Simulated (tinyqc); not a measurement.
Fully depleted semiconductor-on-insulator film with two gates, non-linear Poisson equation by Newton steps: two steps of the calculation.

One dimension across the film, front interface at x = 0, back interface at x = ts. psi is counted from the intrinsic level, n = ni exp(psi/Vt) (source grounded), holes neglected, acceptors ionised. Gates act through Cox = eps0 eox/tox and Cbox = 3.9 eps0/tb with potentials G1 = Vg - (phiM - chi - Vt ln(Nc/ni)) and G2 = Vb - (phiB - chi - Vt ln(Nc/ni)). Classical Boltzmann densities, no interface charge, no depletion in the back plane.

Parameters, values chosen for the exercise; band and dielectric values those of a made-up semiconductor: temperature T = 350 K; band gap Eg = 1.33 eV; relative permittivity eps_r = 11.9; conduction-band density of states at T Nc = 2.8e19 cm^-3; valence-band density of states at T Nv = 4.02e19 cm^-3; electron affinity chi = 4.57 eV; relative permittivity of the gate insulator (close to silicon dioxide) eox = 3.9; insulator thickness tox = 3.7 nm; film thickness ts = 13 nm; buried-oxide thickness (eps_r 3.9) tb = 30 nm; work function of the front gate phiM = 5.14 eV; work function of the back plane phiB = 5.62 eV; back-gate voltage Vb = 0 V; front-gate voltage Vg = 0.67 V.

Constants: q = 1.602176634e-19 C, kB = 1.380649e-23 J/K, Vt = kB T/q, eps0 = 8.8541878128e-14 F/cm where lengths are in cm. Results are converted to the units shown.

Question 1. Capacitances and gate potentials. ni = sqrt(Nc Nv) exp(-Eg/(2 Vt)), Eg in volts; Cox, Cbox, G1, G2 as defined; Cs = eps0 eps_r/ts; a = eps0 eps_r/h with h = ts/7; coupling ratio of a depleted film Cs Cbox/(Cox (Cs + Cbox)).

Wanted: ni; Cox; Cbox; Cs; a; G1; G2; coupling ratio.

Answer 1.

ni = 8.9148e9 cm^-3
Cox = 0.93328 uF/cm^2
Cbox = 0.11510 uF/cm^2
Cs = 0.81050 uF/cm^2
a = 5.6735 uF/cm^2
G1 = 0.75955 V
G2 = -0.39045 V
coupling ratio = 0.10800

Question 2. Newton step. Solve a d_(i-1) + b_i d_i + a d_(i+1) = -F_i for all nodes. Each component d is damped to sign(d) Vt ln(1 + |d|/Vt) before it is added.

a = 5.6734911 uF/cm^2

```
node,diagonal b (F/cm^2),residual F (C/cm^2),psi at the start (V)
0,-6.6067737e-6,5.2219771e-7,0.2
1,-1.1346989e-5,-2.9955869e-11,0.2
2,-1.1346989e-5,-2.9955869e-11,0.2
3,-1.1346989e-5,-2.9955869e-11,0.2
4,-1.1346989e-5,-2.9955869e-11,0.2
5,-1.1346989e-5,-2.9955869e-11,0.2
6,-1.1346989e-5,-2.9955869e-11,0.2
7,-5.7885989e-6,-6.7978855e-8,0.2
```

Give: Newton step d, before damping; psi after iteration 1.

Answer 2.

```
node,"Newton step d, before damping (V)",psi after iteration 1 (V)
0,0.4472,0.2833
1,0.4288,0.2821
2,0.4103,0.2809
3,0.3919,0.2796
4,0.3734,0.2782
5,0.3550,0.2768
6,0.3365,0.2753
7,0.3181,0.2738
```

tinyqc, about 0.3 s, one thread, Intel Xeon 2.30GHz (shared host): `OMP_NUM_THREADS=1 python tinyqc.py 2190023 2190024 out.jsonl`
